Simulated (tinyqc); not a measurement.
Inside a calculation. Model: CMOS latch-up, two-transistor model.

Numbers from tinyqc (`OMP_NUM_THREADS=1 python tinyqc.py 2670057 2670058 out.jsonl`; about 0.04 s on one thread of a shared Intel Xeon 2.30GHz). Printed values are rounded.

A parasitic pnp (emitter at Vdd, base shunted by Rw) and npn (emitter at ground, base shunted by Rs) feed each other: the npn collector current flows out of the pnp base node, the pnp collector current into the npn base node. Forward-active transistors with constant gains: Icn = Isn exp(Vn/Vt), Icp = Isp (exp(Vp/Vt) - 1). A current Ii is injected into the npn base node.

Inputs (values chosen for the exercise); values close to those of bulk CMOS: temperature T = 293 K; current gain of the npn bn = 6.6; current gain of the pnp bp = 1.7; saturation current of the npn at T Isn = 8.9e-16 A; saturation current of the pnp at T Isp = 3.6e-16 A; substrate resistance shunting the npn Rs = 380 ohm; well resistance shunting the pnp Rw = 340 ohm; resistance from the pnp collector to the npn base R2 = 26 ohm; base-emitter voltage in the on state Von = 0.77 V; saturation voltage Vsat = 0.06 V; supply voltage Vdd = 3.3 V; current injected into the substrate Ii = 1.84 mA.

Constants: q = 1.602176634e-19 C, kB = 1.380649e-23 J/K, Vt = kB T/q. Results are converted to the units shown.

## Holding current and voltage

On state with both base-emitter voltages at Von: npn base current Ib = (Von/Rs + bp Von/Rw)/(bn bp - 1), holding current Ih = (bn + 1) Ib + Von/Rs, holding voltage Vh = Vsat + Von + R2 (Ib + Von/Rs).

bn bp = 11.22
Ib = 0.574982 mA
Ih = 6.39618 mA
Vh = 0.897634 V

Vh is below Vdd = 3.3 V, so the supply can sustain a latched state.

## The off branch

```
point,Vn (V)
0,0.516
1,0.596
2,0.646
3,0.676
4,0.696
5,0.716
6,0.731
7,0.746
```

Node equations: Vp/Rw + Icp/bp = Icn and Vn/Rs + Icn/bn = Icp + Ii. Loop gain G = gn gp/[(1/Rw + gp/bp)(1/Rs + gn/bn)], gn = Icn/Vt, gp = (Icp + Isp)/Vt; the off state ends where G = 1, and Ii there is the trigger current. For each Vn: Icn, then Vp from the first equation, then Ii from the second.

```
point,Icn (mA),Vp (V),Icp (mA),Ii (mA),G
0,6.6820e-4,2.2719e-4,3.2539e-15,1.3580,4.9117e-14
1,0.015884,0.0054005,8.5855e-14,1.5708,1.3851e-12
2,0.11508,0.039126,1.3355e-12,1.7174,3.1322e-11
3,0.37757,0.12837,5.7774e-11,1.8362,2.3904e-9
4,0.83371,0.28346,2.7039e-8,1.9579,1.5748e-6
5,1.8409,0.62226,0.018180,2.1450,1.1407
6,3.3345,0.74052,1.9661,0.46279,9.3177
7,6.0401,0.77038,6.4163,-3.5379,10.259
```

Ii peaks at 2.145 mA, at Vn = 0.7158 V where G = 1; beyond it the loop feeds itself.

## Iteration 1: response to the injected current, once round the loop per iteration

Vn at the start = 0.57 V

Icn = Isn exp(Vn/Vt); Vp solves Vp/Rw + Icp/bp = Icn; Vn(new) solves Vn/Rs + (Isn/bn) exp(Vn/Vt) = Icp + Ii.

Icn = 0.00567201 mA
Vp = 0.00192848 V
Icp = 2.85738e-14 mA
Vn after iteration 1 = 0.676779 V

## Course of the iteration: response to the injected current, once round the loop per iteration

Stop when Vn changes by less than 1e-9 V, or after 150 iterations. Vn must stay below 1.1 V.

Course of the iteration:
```
iteration,Vn (V),|change| (V)
1,0.676779,0.107
2,0.676779,1.36e-11
```

Converged in 2 iterations. The change falls from 0.11 in the first iteration to below the tolerance in the last. An off state exists, since Ii is below the trigger current, the largest Ii that the node equations allow, 2.145 mA.
